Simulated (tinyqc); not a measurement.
Shrinking the pitch: stress in a transistor channel from embedded alloy regions, liners and fins, by half-space elasticity. Computed by tinyqc, a small Python program. Command: `OMP_NUM_THREADS=1 python tinyqc.py 3030132 3030133 out.jsonl stressor walk`. One thread of a shared host (Intel(R) Xeon(R) Processor @ 2.30GHz), about 0.01 s of CPU time with the checks.

Plane strain in an isotropic half-space, the same constants everywhere; x along the channel from its centre, y downwards from the free surface; stress is positive in tension.

Inputs (values chosen for the exercise, modelled on silicon): alloy fraction x = 0.49; lattice change per unit x, beta = 0.0423; Young's modulus E = 160 GPa; Poisson ratio nu = 0.25; channel length L = 32 nm; length of each stressor S = 185 nm; recess depth d = 75 nm; depth of the field point y = 5.7 nm.

Stressor: Si(1-x)Ge(x) source and drain.

Method:
- Misfit e = beta x. A fully constrained inclusion holds the stress -p with p = E e/(1 - 2 nu); a blanket film would hold -E e/(1 - nu) in the plane.
- A line element dA of misfit at (a, c) in the half-space gives, with C = E e/(2 pi (1 - nu)), X = x - a, r1^2 = X^2 + (y - c)^2, r2^2 = X^2 + Y^2, Y = y + c: s_xx = -C dA {[X^2 - (y - c)^2]/r1^4 + 3 [X^2 - Y^2]/r2^4 + 4 y Y (Y^2 - 3 X^2)/r2^6}, s_yy = C dA {[X^2 - (y - c)^2]/r1^4 - [X^2 - Y^2]/r2^4 + 4 y Y (Y^2 - 3 X^2)/r2^6}. These are integrated over two rectangles, L/2 < |a| < L/2 + S, 0 < c < d (closed form in a, 200 Gauss-Legendre points in c).
- L and S are scaled together at fixed d, then S alone, then L alone.

misfit e = 0.020727

S_xx at the centre (MPa):
```
scale  L and S scaled  S alone  L alone
0.35           -463.8  -1865.8  -2723.0
0.50          -1726.2  -2582.1  -3149.0
0.70          -2898.7  -3254.5  -3567.6
1.00          -3893.8  -3893.8  -3893.8
1.40          -4479.5  -4392.6  -4004.0
2.00          -4691.2  -4805.4  -3870.9
3.00          -4454.5  -5148.2  -3411.6
```

What does the comparison show, and why?

Halving S alone keeps 0.66 of the stress, halving L alone gives 0.81, and halving both 0.44: a shorter channel brings the walls closer but puts y deeper relative to L, where the surface amplifies less, a shorter stressor brings its far wall, which pulls the other way, closer too. Neighbouring devices are left out. Caution: at such misfit the regions may relax by dislocations, and linear elasticity is rough.
